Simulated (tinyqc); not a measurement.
What a measurement delay does to the time exponent: bias-temperature instability from a Gaussian distribution of capture and emission barriers. Computed by tinyqc, a small Python program. Command: `OMP_NUM_THREADS=1 python tinyqc.py 3012152 3012153 out.jsonl bti walk`. One thread of a shared host (Intel(R) Xeon(R) Processor @ 2.30GHz), about 0.01 s of CPU time with the checks.

Each trap has a capture time tau_0 exp(E_c/(k_B T)) under stress and an emission time tau_0 exp(E_e/(k_B T)) after it. E_c is Gaussian, and E_e = E_c + d with d Gaussian and independent. A trap counts as filled once t_s exceeds its capture time and as emptied once t_r exceeds its emission time.

Inputs (values chosen for the exercise, for a model p-channel transistor):
```
quantity,value,unit
shift with all traps filled V_max,95,mV
mean capture barrier at zero field mu_c,1.94,eV
spread of capture barriers sigma_c,0.39,eV
lowering of mu_c per field k_F,0.058,eV/(MV/cm)
oxide field F,6.8,MV/cm
"mean of E_e - E_c at the stress field, delta",-0.21,eV
"spread of E_e - E_c, sigma_d",0.28,eV
time constant tau_0,7e-09,s
temperature T,60,C
stress time t_s,300,s
```

Constants: k_B = 8.617333262e-05 eV/K.

Method:
- Demarcation energies E_s = k_B T ln(t_s/tau_0), E_r = k_B T ln(t_r/tau_0); mean barrier mu = mu_c - k_F F; z = (E_s - mu)/sigma_c; Phi is the standard normal distribution.
- Temperatures in kelvin are T(C) + 273.15.
- Shift without recovery dV0 = V_max Phi(z); local time exponent n = d ln dV0/d ln t_s = (k_B T/sigma_c) exp(-z^2/2)/(sqrt(2 pi) Phi(z)); apparent activation energy n E_s.
- Remaining shift dV = V_max int_(-infinity)^(E_s) g(E_c) [1 - Phi((E_r - E_c - delta)/sigma_d)] dE_c, g the Gaussian density of E_c (Gauss-Legendre, 120 points over 7 sigma_c below E_s).
- Columns: no delay, and delays of 1 us, 1 ms and 1 s.

mean barrier mu = 1.5456 eV

Shift (mV):
```
t_s (s),no delay,1 us,1 ms,1 s
1.00e+00,0.4682,0.2756,0.1549,0.0626
1.00e+01,0.7550,0.5009,0.3079,0.1391
1.00e+02,1.1861,0.8664,0.5775,0.2897
1.00e+03,1.8161,1.4310,1.0250,0.5666
1.00e+04,2.7104,2.2651,1.7270,1.0432
1.00e+05,3.9441,3.4473,2.7722,1.8139
1.00e+06,5.5980,5.0604,4.2541,2.9877
1.00e+07,7.7525,7.1851,6.2631,4.6781
```

What does the comparison show, and why?

Between 10 and 1000 s the apparent exponent is 0.191 without delay, 0.228 at 1 us, 0.261 at 1 ms and 0.305 at 1 s: a slow measurement loses more of a short stress than of a long one, which steepens the curve. Without delay the exponent falls from 0.208 to 0.141 over the table, so the growth is not a true power law. Caution: step-function filling and one Gaussian population are simplifications; real devices show several populations.
